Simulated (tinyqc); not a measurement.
Doping and voltage from widths and field.

Problem. In the depletion approximation an abrupt p-n junction has a triangular field: peak E = q Nd xn/(eps0 eps_r) = q Na xp/(eps0 eps_r), W = xn + xp, and Vbi - V = E W/2. Find Nd, Na and Vbi - V.

Values chosen for this exercise: relative permittivity eps_r = 11.

Constants: q = 1.602176634e-19 C, eps0 = 8.8541878128e-14 F/cm where lengths are in cm. Results are converted to the units shown.

W = 555.37644 nm
peak field = 19.327731 kV/cm
xn = 209.80888 nm

Solution. Gauss's law on each side gives its doping from the peak field and its width; the voltage is the area of the triangle.

Nd = 5.600e15 cm^-3
Na = 3.400e15 cm^-3
Vbi - V = 0.5367 V

Computed by the program tinyqc: `OMP_NUM_THREADS=1 python tinyqc.py 2000171 2000172 out.jsonl`, one thread of a shared Intel Xeon 2.30GHz, about 0.01 s for the whole run.
